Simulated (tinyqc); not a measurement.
Film, cylinder and sphere at the same misfit: thermal stress, cracking, delamination and buckling of a thin film; Griffith cracks and misfitting inclusions. Computed by tinyqc, a small Python program. Command: `OMP_NUM_THREADS=1 python tinyqc.py 3004027 3004028 out.jsonl filmcrack walk`. One thread of a shared host (Intel(R) Xeon(R) Processor @ 2.30GHz), about 0.01 s of CPU time with the checks.

Isotropic linear elasticity; the substrate is much thicker than the film; stress is positive in tension.

Inputs (values chosen for the exercise, modelled on a silicon nitride film on silicon):
```
quantity                       value        unit
film Young's modulus E           244         GPa
film Poisson ratio nu           0.24           -
film expansion alpha_f          3.16      1e-6/K
substrate expansion alpha_s      2.9      1e-6/K
deposition temperature T_d      1200           K
final temperature T              300           K
intrinsic stress                 530         MPa
film thickness h               0.059  micrometre
substrate Young's modulus E_s    133         GPa
substrate Poisson ratio nu_s    0.26           -
```

Method. Thermal strain = (alpha_f - alpha_s)(T_d - T); stress = E/(1 - nu) x strain + intrinsic stress; plane-strain modulus Ebar = E/(1 - nu^2); G0 = stress^2 h/(2 Ebar) is the energy freed per area when a long strip loses its stress across its width. Thermal misfit e alone, mean stress = trace/3 and largest difference of principal stresses inside. Film: E e/(1 - nu) in two directions, 0 in the third. Cylinder: s0 = (1 + nu) e/[(1 + nu)(1 - 2 nu)/E + (1 + nu_s)/E_s] twice and s_zz = E e + 2 nu s0. Sphere: e/[(1 - 2 nu)/E + (1 + nu_s)/(2 E_s)] three times.

thermal strain = 2.34e-04

Stresses inside (MPa):
```
shape         s1      s2      s3    mean  largest difference
film      75.126  75.126   0.000  50.084              75.126
cylinder  23.948  23.948  68.591  38.829              44.643
sphere    34.071  34.071  34.071  34.071               0.000
```

What does the comparison show, and why?

The mean stress in size is 50 MPa in the film, 39 in the cylinder and 34 in the sphere, while the largest difference, twice the largest shear stress, goes from 75 through 45 to 0. In a ductile solid shear can relax by slip and hydrostatic stress cannot.

Extremes, crossings and ranges named in words are read from the listed rows.
